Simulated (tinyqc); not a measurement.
Where the gap correction goes: band offset from the macroscopic average of a supercell potential.

dEv = Ev(A) - Ev(B) = Ev1 - (dV + Ev2); dEc = Ec(B) - Ec(A) = Eg2 - Eg1 - dEv. The correction of a gap, c = Eg[1] - Eg[0], lowers the valence top by fv c and leaves dV, a ground-state quantity, as it is. Type I: dEv and dEc of one sign; II: opposite signs; III: no overlap of the gaps.

Parameters, chosen for this exercise (gaps near those of Si and SiO2; not measured data):
- Ev1 = 5.89 eV (valence top of bulk A above its mean potential)
- Eg1 = (0.57, 1.19) eV (gap of A: semi-local value, corrected value)
- Ev2 = 3.06 eV (valence top of bulk B above its mean potential)
- Eg2 = (5.59, 8.94) eV (gap of B: semi-local value, corrected value)

dV = B - A = 0.2000 eV

fv1 and fv2 are varied.

Offsets (eV):

| fv1 | fv2 | dEv | dEc |
|---|---|---|---|
| 0.0 | 0.0 | 2.630 | 5.120 |
| 0.5 | 0.5 | 3.995 | 3.755 |
| 1.0 | 1.0 | 5.360 | 2.390 |
| 0.0 | 1.0 | 5.980 | 1.770 |
| 1.0 | 0.0 | 2.010 | 5.740 |
| 0.3 | 0.7 | 4.789 | 2.961 |

What can be read from this table?

dEv + dEc = 7.750 eV in every row, but dEv alone spans 3.97 eV, the sum of the two corrections. A scissor on the conduction bands alone (first row) keeps the semi-local dEv; with equal shares fv the shift is fv times the difference of the corrections, +2.73 eV, against their sum of 3.97 eV: little of the error cancels even if the shares are alike.

Computed by tinyqc, a small Python program: `OMP_NUM_THREADS=1 python tinyqc.py 1880341 1880342 out.jsonl` (the numbers bound the seed that draws the inputs); one thread of a shared host (Intel(R) Xeon(R) Processor @ 2.30GHz), about 0.01 s for the whole set of steps.
